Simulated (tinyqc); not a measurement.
The scattering mechanism: Boltzmann transport in a parabolic band with a power-law relaxation time.

F_j(eta) = (1/Gamma(j + 1)) integral_0^infinity x^j dx/(1 + exp(x - eta)), which tends to exp(eta) for eta << 0.

tau = tau0 x^r with x = E/kT. With K_j = Gamma(j + 1) F_j(eta): <tau> = tau0 (r + 3/2) K_(r+1/2)/((3/2) K_(1/2)); mu = <tau>/(mc m0/e), m0/e = 5.685630e-12 kg/C; Hall factor rH = (3/2) K_(1/2) (2r + 3/2) K_(2r+1/2)/((r + 3/2) K_(r+1/2))^2; Seebeck S = -(kB/e) [(r + 5/2) K_(r+3/2)/((r + 3/2) K_(r+1/2)) - eta]; Lorenz number L = (kB/e)^2 [(r + 7/2) K_(r+5/2)/((r + 3/2) K_(r+1/2)) - ((r + 5/2) K_(r+3/2)/((r + 3/2) K_(r+1/2)))^2]; kB/e in V/K. Valley anisotropy is left out of rH.

Constants: kB = 8.617333262e-05 eV/K.
eta = -4.42428

Same eta for each exponent.

Results:

| r | mechanism | <tau>/tau0 | rH | S (microvolt/K) | L (1e-8 W ohm/K^2) |
|---|---|---|---|---|---|
| -0.5 | acoustic phonons | 0.751 | 1.177 | -554.1 | 1.487 |
| 0.0 | a constant relaxation time | 1.000 | 1.000 | -597.1 | 1.857 |
| 0.5 | polar optical or piezoelectric scattering | 1.506 | 1.104 | -640.2 | 2.228 |
| 1.5 | ionised impurities | 4.526 | 1.929 | -726.2 | 2.969 |

What can be read from this table?

From r = -1/2 to 3/2 |S| grows by 172.1 microvolt/K, against 2 kB/e = 172.3 in the non-degenerate limit: scattering that favours fast electrons raises the mean energy carried. rH is 1 only for constant tau and reaches 1.929 for r = 3/2; L spans 1.487 to 2.969 against the metallic 2.443.

(tinyqc, `OMP_NUM_THREADS=1 python tinyqc.py 1651973 1651974 out.jsonl`, Intel(R) Xeon(R) Processor @ 2.30GHz, 1 thread, shared host, about 0.02 s.)
